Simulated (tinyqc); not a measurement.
## Line constants from open and short measurements

Problem. A uniform line of length len, under a quarter wavelength, has Z_open = Zc coth(gamma len) and Z_short = Zc tanh(gamma len); gamma Zc = r + i w l and gamma/Zc = g + i w c, w = 2 pi f. Find r, l and c.

Parameters, values chosen for the exercise: length len = 1.1 mm; frequency f = 1.3 GHz.

Zin with the far end open = 1.00678-569.11738i ohm
Zin with the far end shorted = 3.0264142+2.1471020i ohm

Solution. The product of the two impedances is Zc^2 and their ratio tanh^2(gamma len); the principal branch holds below a quarter wavelength.

r = 2.74 ohm/mm
l = 0.239 nH/mm
c = 195 pF/m

tinyqc, about 0.01 s, one thread, Intel Xeon 2.30GHz (shared host): `OMP_NUM_THREADS=1 python tinyqc.py 2810169 2810170 out.jsonl`
